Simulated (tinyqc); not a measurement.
Worked calculation: Pariser-Parr-Pople SCF with singles CI, for the molecule Nc1nc2nccnc2[nH]1 (SMILES; centres numbered as the heavy atoms are written). Computed by tinyqc, a small Python program that keeps every step. Settings: charge = 0, gamma = MN, start = huckel, damping = 0, iteration cap = 77, excitations kept = 9. Command: `OMP_NUM_THREADS=1 python tinyqc.py 22500 22501 out.jsonl` (the two numbers bound the seeds that draw the settings). One thread of a shared host (Intel(R) Xeon(R) Processor @ 2.60GHz), about 0.01 s of CPU time with the checks. Later iterations appear only in the table of the cycle.

## PPP integrals

Centres (angstrom, eV; a flat drawing with bonds scaled to 1.40 angstrom):
```
centre,x,y,core charge z,W,gamma_rr
1N,-3.445000,0.000000,2,25.600000,16.800000
2C,-2.045000,0.000000,1,11.160000,11.130000
3N,-1.222000,-1.133000,1,14.100000,12.300000
4C,0.110000,-0.700000,1,11.160000,11.130000
5N,1.322000,-1.400000,1,14.100000,12.300000
6C,2.535000,-0.700000,1,11.160000,11.130000
7C,2.535000,0.700000,1,11.160000,11.130000
8N,1.322000,1.400000,1,14.100000,12.300000
9C,0.110000,0.700000,1,11.160000,11.130000
10N,-1.222000,1.133000,2,25.600000,16.800000
```

Resonance integrals (eV):
```
i,j,beta
1,2,-2.300000
2,3,-2.570000
3,4,-2.570000
4,5,-2.570000
5,6,-2.570000
6,7,-2.450000
7,8,-2.570000
8,9,-2.570000
9,10,-2.300000
10,2,-2.300000
9,4,-2.450000
```

Mataga-Nishimoto: gamma = 14.399645/(R + a), a = 2 x 14.399645/(gamma_rr + gamma_ss); H_rr = -W_r - sum_(s != r) z_s gamma_rs; H_rs = beta for bonds.

repulsion gamma_rs (eV):
```
,1N,2C,3N,4C,5N,6C,7C,8N,9C,10N
1N,16.800000,5.923040,4.132195,3.093780,2.416861,2.041937,2.041937,2.416861,3.093780,4.295580
2C,5.923040,11.130000,5.476136,4.045290,2.953394,2.429519,2.429519,2.953394,4.045290,5.922155
3N,4.132195,5.476136,12.300000,5.475619,3.861866,2.873588,2.661934,3.024696,4.120045,4.422949
4C,3.093780,4.045290,5.475619,11.130000,5.477679,3.872154,3.517359,3.940988,5.345539,4.367523
5N,2.416861,2.953394,3.861866,5.477679,12.300000,5.475875,3.940448,3.626473,3.940988,3.144264
6C,2.041937,2.429519,2.873588,3.872154,5.475875,11.130000,5.345539,3.940448,3.517359,2.763090
7C,2.041937,2.429519,2.661934,3.517359,3.940448,5.345539,11.130000,5.475875,3.872154,2.991827
8N,2.416861,2.953394,3.024696,3.940988,3.626473,3.940448,5.475875,12.300000,5.477679,4.058937
9C,3.093780,4.045290,4.120045,5.345539,3.940988,3.517359,3.872154,5.477679,11.130000,5.921551
10N,4.295580,5.922155,4.422949,4.367523,3.144264,2.763090,2.991827,4.058937,5.921551,16.800000
```

core matrix H (eV):
```
,1N,2C,3N,4C,5N,6C,7C,8N,9C,10N
1N,-59.351550,-2.300000,0.000000,0.000000,0.000000,0.000000,0.000000,0.000000,0.000000,0.000000
2C,-2.300000,-59.182934,-2.570000,0.000000,0.000000,0.000000,0.000000,0.000000,0.000000,-2.300000
3N,0.000000,-2.570000,-58.704171,-2.570000,0.000000,0.000000,0.000000,0.000000,0.000000,0.000000
4C,0.000000,0.000000,-2.570000,-57.757234,-2.570000,0.000000,0.000000,0.000000,-2.450000,0.000000
5N,0.000000,0.000000,0.000000,-2.570000,-54.498971,-2.570000,0.000000,0.000000,0.000000,0.000000
6C,0.000000,0.000000,0.000000,0.000000,-2.570000,-48.224536,-2.450000,0.000000,0.000000,0.000000
7C,0.000000,0.000000,0.000000,0.000000,0.000000,-2.450000,-48.470356,-2.570000,0.000000,0.000000
8N,0.000000,0.000000,0.000000,0.000000,0.000000,0.000000,-2.570000,-55.491149,-2.570000,0.000000
9C,0.000000,0.000000,0.000000,-2.450000,0.000000,0.000000,0.000000,-2.570000,-59.509715,-2.300000
10N,0.000000,-2.300000,0.000000,0.000000,0.000000,0.000000,0.000000,0.000000,-2.300000,-67.783455
```

## Starting guess

pi electrons, sum of z_r less the charge = 12

Orbitals of the Hueckel matrix of the beta values.

P at the start:
```
,1N,2C,3N,4C,5N,6C,7C,8N,9C,10N
1N,1.669911,0.538929,-0.288367,-0.022591,0.191062,-0.098930,-0.118204,0.181016,0.009713,-0.289799
2C,0.538929,1.057893,0.576952,-0.098381,-0.135786,0.087579,0.096884,-0.121226,-0.111597,0.548642
3N,-0.288367,0.576952,1.358149,0.556127,-0.165574,-0.122005,0.180605,-0.024471,-0.215028,-0.157066
4C,-0.022591,-0.098381,0.556127,1.085968,0.569908,-0.080980,-0.237663,0.086803,0.476722,-0.224742
5N,0.191062,-0.135786,-0.165574,0.569908,1.081602,0.695857,-0.087057,-0.292158,0.093316,-0.018122
6C,-0.098930,0.087579,-0.122005,-0.080980,0.695857,1.079590,0.608871,-0.080544,-0.241800,0.186733
7C,-0.118204,0.096884,0.180605,-0.237663,-0.087057,0.608871,1.086423,0.691517,-0.088056,-0.125770
8N,0.181016,-0.121226,-0.024471,0.086803,-0.292158,-0.080544,0.691517,1.075150,0.582905,-0.170114
9C,0.009713,-0.111597,-0.215028,0.476722,0.093316,-0.241800,-0.088056,0.582905,1.093714,0.538945
10N,-0.289799,0.548642,-0.157066,-0.224742,-0.018122,0.186733,-0.125770,-0.170114,0.538945,1.411599
```

## Iteration 1: Fock matrix

F_rr = H_rr + P_rr gamma_rr / 2 + sum_(s != r) P_ss gamma_rs; F_rs = H_rs - P_rs gamma_rs / 2; E = tr P (H + F) / 2 + core repulsion sum_(r<s) z_r z_s gamma_rs.

F (eV):
```
,1N,2C,3N,4C,5N,6C,7C,8N,9C,10N
1N,-11.003689,-3.896049,0.595794,0.034946,-0.230885,0.101004,0.120682,-0.218745,-0.015025,0.622427
2C,-3.896049,-7.158133,-4.149733,0.198990,0.200515,-0.106387,-0.117690,0.179015,0.225722,-3.924571
3N,0.595794,-4.149733,-7.538772,-4.092569,0.319712,0.175297,-0.240380,0.037008,0.442963,0.347347
4C,0.034946,0.198990,-4.092569,-4.656108,-4.130886,0.156784,0.417973,-0.171045,-3.724167,0.490782
5N,-0.230885,0.200515,0.319712,-4.130886,-6.652776,-4.475213,0.171522,0.529751,-0.183879,0.028490
6C,0.101004,-0.106387,0.175297,0.156784,-4.475213,-4.414628,-4.077371,0.158690,0.425249,-0.257981
7C,0.120682,-0.117690,-0.240380,0.417973,0.171522,-4.077371,-4.630679,-4.463331,0.170482,0.188141
8N,-0.218745,0.179015,0.037008,-0.171045,0.529751,0.158690,-4.463331,-7.484691,-4.166482,0.345240
9C,-0.015025,0.225722,0.442963,-3.724167,-0.183879,0.425249,0.170482,-4.166482,-6.061787,-3.895695
10N,0.622427,-3.924571,0.347347,0.490782,0.028490,-0.257981,0.188141,0.345240,-3.895695,-11.263077
```

pi energy = -184.371802 eV

## Iteration 1: orbitals and new P

Diagonalise F (the basis is taken as orthonormal) and form P = 2 sum c c over the lowest orbitals.

orbital energies (eV): -16.122879  -13.627421  -12.594403  -11.621064  -10.090429  -8.750416  -1.674979  -0.242666  0.814825  3.045091

P after iteration 1:
```
,1N,2C,3N,4C,5N,6C,7C,8N,9C,10N
1N,1.781437,0.467771,-0.281819,-0.007048,0.119968,-0.064077,-0.107518,0.085268,0.070831,-0.220748
2C,0.467771,0.978713,0.652644,-0.074912,-0.155497,0.091126,0.156587,-0.088254,-0.198561,0.494938
3N,-0.281819,0.652644,1.369925,0.514745,-0.109089,-0.104567,0.084173,0.024504,-0.137893,-0.208069
4C,-0.007048,-0.074912,0.514745,0.939083,0.568821,-0.075255,-0.279874,0.052291,0.531687,-0.180804
5N,0.119968,-0.155497,-0.109089,0.568821,1.180000,0.700339,0.011950,-0.304299,0.099871,0.019507
6C,-0.064077,0.091126,-0.104567,-0.075255,0.700339,0.927552,0.612915,0.007266,-0.294344,0.113640
7C,-0.107518,0.156587,0.084173,-0.279874,0.011950,0.612915,0.941114,0.688818,-0.141265,-0.069314
8N,0.085268,-0.088254,0.024504,0.052291,-0.304299,0.007266,0.688818,1.214927,0.588207,-0.149345
9C,0.070831,-0.198561,-0.137893,0.531687,0.099871,-0.294344,-0.141265,0.588207,1.034917,0.435978
10N,-0.220748,0.494938,-0.208069,-0.180804,0.019507,0.113640,-0.069314,-0.149345,0.435978,1.632333
```

## Iteration 2: Fock matrix

As before.

F (eV):
```
,1N,2C,3N,4C,5N,6C,7C,8N,9C,10N
1N,-10.206891,-3.685312,0.582266,0.010903,-0.144974,0.065420,0.109772,-0.103040,-0.109568,0.474121
2C,-3.685312,-6.417528,-4.356984,0.151520,0.229622,-0.110696,-0.190215,0.130324,0.401618,-3.765550
3N,0.582266,-4.356984,-7.530263,-3.979273,0.210644,0.150241,-0.112031,-0.037059,0.284062,0.460139
4C,0.010903,0.151520,-3.979273,-4.744525,-4.127911,0.145699,0.492208,-0.103039,-3.871076,0.394833
5N,-0.144974,0.229622,0.210644,-4.127911,-7.206952,-4.487483,-0.023545,0.551767,-0.196796,-0.030668
6C,0.065420,-0.110696,0.150241,0.145699,-4.487483,-5.044345,-4.088181,-0.014316,0.517657,-0.156998
7C,0.109772,-0.190215,-0.112031,0.492208,-0.023545,-4.088181,-5.116135,-4.455941,0.273501,0.103688
8N,-0.103040,0.130324,-0.037059,-0.103039,0.551767,-0.014316,-4.455941,-7.596707,-4.181003,0.303091
9C,-0.109568,0.401618,0.284062,-3.871076,-0.196796,0.517657,0.273501,-4.181003,-5.737836,-3.590832
10N,0.474121,-3.765550,0.460139,0.394833,-0.030668,-0.156998,0.103688,0.303091,-3.590832,-10.314477
```

pi energy = -185.673583 eV

## Iteration 2: orbitals and new P

As before.

orbital energies (eV): -15.458452  -13.535908  -12.326140  -11.302287  -10.167166  -8.824125  -1.623191  -0.092571  0.694015  2.720165

P after iteration 2:
```
,1N,2C,3N,4C,5N,6C,7C,8N,9C,10N
1N,1.798381,0.455954,-0.274514,-0.006105,0.106938,-0.056556,-0.096321,0.075511,0.069676,-0.211729
2C,0.455954,0.954037,0.663103,-0.070025,-0.155694,0.091547,0.152568,-0.091747,-0.191511,0.494360
3N,-0.274514,0.663103,1.384448,0.496520,-0.103193,-0.094229,0.075944,0.026945,-0.134031,-0.215914
4C,-0.006105,-0.070025,0.496520,0.920087,0.572225,-0.081788,-0.288856,0.062808,0.539105,-0.173189
5N,0.106938,-0.155694,-0.103193,0.572225,1.196810,0.695440,0.008382,-0.304178,0.104082,0.020847
6C,-0.056556,0.091547,-0.094229,-0.081788,0.695440,0.924236,0.618518,0.009451,-0.300334,0.103055
7C,-0.096321,0.152568,0.075944,-0.288856,0.008382,0.618518,0.939671,0.684501,-0.140596,-0.060470
8N,0.075511,-0.091747,0.026945,0.062808,-0.304178,0.009451,0.684501,1.219133,0.592721,-0.143936
9C,0.069676,-0.191511,-0.134031,0.539105,0.104082,-0.300334,-0.140596,0.592721,1.014208,0.421367
10N,-0.211729,0.494360,-0.215914,-0.173189,0.020847,0.103055,-0.060470,-0.143936,0.421367,1.648989
```

## Convergence

Stop when output and input P, before any damping, agree to 1e-7.

Course of the cycle:
```
iteration,E (eV),largest |P(out) - P(in)|
1,-184.37180225,2.21e-01
2,-185.67358348,2.47e-02
3,-185.70035951,7.24e-03
4,-185.70252933,2.98e-03
5,-185.70284980,1.25e-03
6,-185.70291096,5.39e-04
7,-185.70292453,2.45e-04
8,-185.70292787,1.33e-04
9,-185.70292875,7.24e-05
10,-185.70292899,3.92e-05
11,-185.70292906,2.12e-05
12,-185.70292908,1.14e-05
13,-185.70292908,6.18e-06
14,-185.70292908,3.33e-06
15,-185.70292908,1.79e-06
16,-185.70292908,9.65e-07
17,-185.70292908,5.20e-07
18,-185.70292908,2.79e-07
19,-185.70292908,1.50e-07
20,-185.70292908,8.08e-08
```

Converged in 20 iterations.

## Converged orbitals

Charges are z - P_rr.

orbital energies (eV): -15.464773  -13.541095  -12.321806  -11.261239  -10.171787  -8.857333  -1.632978  -0.124582  0.671020  2.674525

coefficients:
```
,MO1,MO2,MO3,MO4,MO5,MO6,MO7,MO8,MO9,MO10
1N,0.233667,-0.370897,0.173263,0.651400,-0.054784,0.501816,-0.194280,-0.130087,-0.208281,-0.024999
2C,0.436629,-0.406764,0.111242,0.151134,0.010827,-0.285885,0.385642,0.304324,0.528663,0.077572
3N,0.333094,-0.138906,0.370197,-0.165655,0.497616,-0.389665,-0.150053,-0.029377,-0.470926,-0.246284
4C,0.314168,0.196434,0.315260,-0.294318,0.225237,0.289676,-0.244790,-0.291639,0.329100,0.537377
5N,0.203707,0.352652,0.485997,-0.107172,-0.382801,0.197842,0.486126,-0.161770,-0.061377,-0.366779
6C,0.123970,0.341137,0.249911,0.208564,-0.396508,-0.258761,-0.291143,0.520466,-0.224484,0.363434
7C,0.139201,0.363688,-0.084891,0.403561,-0.021684,-0.384187,-0.342067,-0.393387,0.384775,-0.332267
8N,0.257961,0.414743,-0.370725,0.324508,0.358761,0.004006,0.478509,-0.061531,-0.270112,0.290274
9C,0.390180,0.217915,-0.303234,-0.179646,0.144806,0.399833,-0.238979,0.500178,0.121298,-0.416186
10N,0.500075,-0.215850,-0.431193,-0.288701,-0.494595,-0.130838,-0.083205,-0.314285,-0.239104,0.097188
```

pi charges: 1N 0.197346, 2C 0.053670, 3N -0.388389, 4C 0.084113, 5N -0.198435, 6C 0.076254, 7C 0.060433, 8N -0.220048, 9C -0.009573, 10N 0.344629

## Singles CI, singlets

Over the 9 single excitations with the smallest orbital gaps: A = (e_a - e_i) delta + 2 (ia|jb) - (ij|ab), with (pq|rs) = sum c_mp c_mq gamma_mn c_nr c_ns. f = 2/3 w |mu|^2 in atomic units, mu = sqrt2 sum c_ia sum_m c_mi c_ma R_m.

singlet CI matrix (eV):
```
,6>7,5>7,6>8,6>9,4>7,5>8,3>7,5>9,4>8
6>7,4.431810,-0.062625,0.017970,-0.013435,0.112240,-0.479313,0.158041,0.205886,-0.306795
5>7,-0.062625,5.351931,0.410688,-0.242841,0.054125,-0.044760,-0.474159,0.094701,-0.279250
6>8,0.017970,0.410688,5.741964,-0.178219,0.038763,0.224311,-0.065263,0.086031,0.084515
6>9,-0.013435,-0.242841,-0.178219,6.442212,-0.039020,0.035314,0.007676,-0.130638,-0.027379
4>7,0.112240,0.054125,0.038763,-0.039020,6.693318,0.346986,-0.059004,-0.142060,0.058457
5>8,-0.479313,-0.044760,0.224311,0.035314,0.346986,6.755464,-0.012992,0.037610,-0.067274
3>7,0.158041,-0.474159,-0.065263,0.007676,-0.059004,-0.012992,7.291081,-0.077777,0.106947
5>9,0.205886,0.094701,0.086031,-0.130638,-0.142060,0.037610,-0.077777,7.462572,0.147473
4>8,-0.306795,-0.279250,0.084515,-0.027379,0.058457,-0.067274,0.106947,0.147473,7.949813
```

singlet excitation energies (eV): 4.255598  4.998081  5.798165  6.432512  6.551220  7.083869  7.363473  7.583671  8.053574

oscillator strengths: 0.641041  0.045627  0.527228  0.264220  0.218523  0.493169  0.404601  0.363780  0.171398

## Singles CI, triplets

Over the 9 single excitations with the smallest orbital gaps: A = (e_a - e_i) delta - (ij|ab), with (pq|rs) = sum c_mp c_mq gamma_mn c_nr c_ns.

triplet CI matrix (eV):
```
,6>7,5>7,6>8,6>9,4>7,5>8,3>7,5>9,4>8
6>7,2.870719,-0.056275,-0.198474,-0.296540,0.497651,0.141925,-0.092964,0.258594,-0.311412
5>7,-0.056275,3.836112,0.141925,0.258594,-0.183418,0.177384,0.604868,-0.059596,-0.038004
6>8,-0.198474,0.141925,4.223951,-0.255327,-0.311412,-0.468922,-0.119301,0.165518,0.707162
6>9,-0.296540,0.258594,-0.255327,4.711250,-0.801276,0.165518,0.115266,0.271920,-0.749154
4>7,0.497651,-0.183418,-0.311412,-0.801276,5.325089,-0.038004,0.372522,0.167974,-0.377978
5>8,0.141925,0.177384,-0.468922,0.165518,-0.038004,5.242003,-0.551126,-0.206475,-0.061397
3>7,-0.092964,0.604868,-0.119301,0.115266,0.372522,-0.551126,5.790119,-0.638846,-0.104944
5>9,0.258594,-0.059596,0.165518,0.271920,0.167974,-0.206475,-0.638846,5.998697,-0.256005
4>8,-0.311412,-0.038004,0.707162,-0.749154,-0.377978,-0.061397,-0.104944,-0.256005,6.884385
```

triplet excitation energies (eV): 2.694790  3.437430  3.729649  4.040298  4.961693  5.813487  6.096352  6.681492  7.427131
